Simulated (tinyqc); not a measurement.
## Trap density from the barrier height

Question. In a partly depleted grain with all boundary traps filled, 2 N W = Qt and VB = q N W^2/(2 eps0 eps_r). Find Qt, W and the doping at which VB would equal Vt.

Parameters, values chosen for the exercise: temperature T = 300 K; relative permittivity eps_r = 11.7.

Constants: q = 1.602176634e-19 C, kB = 1.380649e-23 J/K, Vt = kB T/q, eps0 = 8.8541878128e-14 F/cm where lengths are in cm. Results are converted to the units shown.

doping = 7.4e18 cm^-3
barrier height = 0.060191695 V

Answer. Eliminating W gives VB = q Qt^2/(8 eps0 eps_r N), which falls as 1/N.

Qt = 4.800e12 cm^-2
W = 3.243 nm
doping for VB = Vt = 1.723e19 cm^-3

Computed by the program tinyqc: `OMP_NUM_THREADS=1 python tinyqc.py 2830292 2830293 out.jsonl`, one thread of a shared Intel Xeon 2.30GHz, about 0.01 s for the whole run.
